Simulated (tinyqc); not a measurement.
## Cap thickness from the capacitance plateau

Inverse problem. With only the buried channel on, 1/C = 1/Cox + (tc + zc)/(eps0 eps_r), Cox = eps0 eox/tox. Find tc and the oxide-equivalent thickness 3.9 eps0/C.

Values chosen for this exercise; band and dielectric values close to those of silicon:
```
symbol,value,unit,meaning
eps_r,11.8,,relative permittivity
eox,8.85,,relative permittivity of the gate insulator (close to aluminium oxide)
tox,6.8,nm,insulator thickness
zc,0.8,nm,depth of the hole centroid below the top of the SiGe
```

Constants: eps0 = 8.8541878128e-14 F/cm where lengths are in cm. Results are converted to the units shown.

plateau of C/Cox with only the buried channel on = 0.59780220

Answer. The cap and the centroid act as a second capacitor in series with the insulator.

tc = 5.30 nm
equivalent thickness = 5.01 nm

tinyqc, about 0.03 s, one thread, Intel Xeon 2.30GHz (shared host): `OMP_NUM_THREADS=1 python tinyqc.py 2042115 2042116 out.jsonl`
